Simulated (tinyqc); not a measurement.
Gap difference from the gain at two temperatures.

Problem. When back injection limits the gain, beta = b exp(-dE/(kB T)) with dE the gap reduction of the emitter less that of the base and b constant. Find dE and beta at 300 K.

Constants: q = 1.602176634e-19 C, kB = 1.380649e-23 J/K. Results are converted to the units shown.

T (K): 220  425
beta: 39.356749  1075.2037

Solution. ln beta is a straight line in 1/T with slope -dE/kB.

dE = 0.130 eV
beta at 300 K = 245

tinyqc, about 0.01 s, one thread, Intel Xeon 2.30GHz (shared host): `OMP_NUM_THREADS=1 python tinyqc.py 2320008 2320009 out.jsonl`
